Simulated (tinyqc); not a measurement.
From results back to parameters: delta-doped layer in the Thomas-Fermi potential. Three cases, with inputs chosen for the exercise.

Problem. The depth of the well was computed from a hidden sheet density.

All donors ionised in the plane z = 0, zero temperature, energies from the Fermi level EF of the Thomas-Fermi model, which lies at the bulk band edge; c = hbar^2/2m0, q = e^2/(4 pi eps0). Layer in a (001) plane: two valleys with m_z = ml, m_d = mt (unprimed) and four with m_z = mt, m_d = sqrt(ml mt) (primed); m3 = (ml mt^2)^(1/3), gv = 6. With n = (gv/3 pi^2)(m3 (-V)/c)^(3/2) and V'' = -(4 pi q/eps) n for z > 0, the solution is V = -b/(|z| + z0)^4 with sqrt(b) = 20/K, K = (4 pi q/eps)(gv/3 pi^2)(m3/c)^(3/2), and z0^5 = 4b/(e F0), e F0 = 2 pi q N/eps; 1e13/cm^2 = 1e-3/angstrom^2. Exchange and correlation are left out.

Constants: hbar^2/2m0 = 3.80998211 eV angstrom^2; e^2/(4 pi eps0) = 14.39964547 eV angstrom.

Case 1.

Values chosen (out of a larger set: near those of a delta-doped layer in Si; not measured data):
- ml = 0.936 m0 (longitudinal mass)
- mt = 0.186 m0 (transverse mass)
- eps = 11.5 (dielectric constant)

depth = 0.666024 eV

Case 2.

Values chosen (out of a larger set: near those of a delta-doped layer in Si; not measured data):
- ml = 0.893 m0 (longitudinal mass)
- mt = 0.186 m0 (transverse mass)
- eps = 12 (dielectric constant)

depth = 0.426867 eV

Case 3.

Values chosen (out of a larger set: near those of a delta-doped layer in Si; not measured data):
- ml = 0.896 m0 (longitudinal mass)
- mt = 0.189 m0 (transverse mass)
- eps = 11.9 (dielectric constant)

depth = 0.072261 eV

Find: b; z0; N.

Solution. b does not depend on N; z0 = (b/depth)^(1/4), e F0 = 4b/z0^5 and N = eps e F0/(2 pi q).

Case 1.

b = 6.720e+04 eV angstrom^4
z0 = 17.82 angstrom
N = 19.0 x 1e13/cm^2

Case 2.

b = 7.669e+04 eV angstrom^4
z0 = 20.59 angstrom
N = 11.0 x 1e13/cm^2

Case 3.

b = 7.280e+04 eV angstrom^4
z0 = 31.68 angstrom
N = 1.20 x 1e13/cm^2

Computed by tinyqc, one run a case: `OMP_NUM_THREADS=1 python tinyqc.py N N+1 out.jsonl` with N = 1280530, 1280556, 1280577; one thread of a shared Intel(R) Xeon(R) Processor @ 2.30GHz, about 0.3 s a run at most.
